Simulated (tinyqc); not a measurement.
Vibrations of a mass or spring defect in a linear chain: one step, computed by the program tinyqc. Command: `OMP_NUM_THREADS=1 python tinyqc.py 3025070 3025071 out.jsonl localmode walk`. One thread of a shared host (Intel(R) Xeon(R) Processor @ 2.30GHz), about 0.01 s of CPU time with the checks.

A ring of N atoms with nearest-neighbour springs k and motion along the chain. Atom 1 is the defect, of mass M', and its two springs are k'. Odd sites are A (the defect replaces an A atom), even sites B.

Problem. Dynamical matrix of the ring. D_ii = (sum of the two springs at i)/M_i, D_ij = -k_ij/sqrt(M_i M_j) for neighbours, closed into a ring.

Inputs (values chosen for the exercise, for a model chain):

| quantity | value | unit |
|---|---|---|
| spring constant k | 2.81 | eV/angstrom^2 |
| mass M_A | 118 | u |
| mass M_B | 270 | u |
| defect mass M' | 11.4 | u |
| spring ratio k'/k at the defect | 1 | - |
| atoms in the ring N | 12 | - |

Host: diatomic.

Give: D.

Solution.

D (eV/(angstrom^2 u)), lower triangle (symmetric):
```
          1        2        3        4        5        6        7        8
1    0.4930
2   -0.0506   0.0208
3    0.0000  -0.0157   0.0476
4    0.0000   0.0000  -0.0157   0.0208
5    0.0000   0.0000   0.0000  -0.0157   0.0476
6    0.0000   0.0000   0.0000   0.0000  -0.0157   0.0208
7    0.0000   0.0000   0.0000   0.0000   0.0000  -0.0157   0.0476
8    0.0000   0.0000   0.0000   0.0000   0.0000   0.0000  -0.0157   0.0208
9    0.0000   0.0000   0.0000   0.0000   0.0000   0.0000   0.0000  -0.0157
10   0.0000   0.0000   0.0000   0.0000   0.0000   0.0000   0.0000   0.0000
11   0.0000   0.0000   0.0000   0.0000   0.0000   0.0000   0.0000   0.0000
12  -0.0506   0.0000   0.0000   0.0000   0.0000   0.0000   0.0000   0.0000

          9       10       11      12
9    0.0476
10  -0.0157   0.0208
11   0.0000  -0.0157   0.0476
12   0.0000   0.0000  -0.0157  0.0208
```
